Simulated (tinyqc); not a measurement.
From results back to parameters: zigzag graphene nanoribbon in tight binding. Three cases, with inputs chosen for the exercise.

Problem. The edge state of a wide zigzag ribbon has weight 1 - x^2 on the edge site, x = 2 cos(k/2), and its amplitude falls by x from chain to chain, 1.5 acc apart. The weight below belongs to a hidden k between 2 pi/3 and pi.

Case 1.

Values chosen (out of a larger set: near those used for graphene; not measured data): acc = 1.42 angstrom (bond length).

edge weight = 0.675559

Case 2.

Values chosen (out of a larger set: near those used for graphene; not measured data): acc = 1.42 angstrom (bond length).

edge weight = 0.808144

Case 3.

Values chosen (out of a larger set: near those used for graphene; not measured data): acc = 1.42 angstrom (bond length).

edge weight = 0.823236

Find: k; decay length.

Solution. x = sqrt(1 - weight), k = 2 arccos(x/2), decay length = -1.5 acc/ln x.

Case 1.

k = 2.564
decay length = 3.784 angstrom

Case 2.

k = 2.700
decay length = 2.580 angstrom

Case 3.

k = 2.718
decay length = 2.458 angstrom

Computed by tinyqc, one run a case: `OMP_NUM_THREADS=1 python tinyqc.py N N+1 out.jsonl` with N = 1481694, 1481788, 1481839; one thread of a shared Intel(R) Xeon(R) Processor @ 2.30GHz, about 0.01 s a run at most.
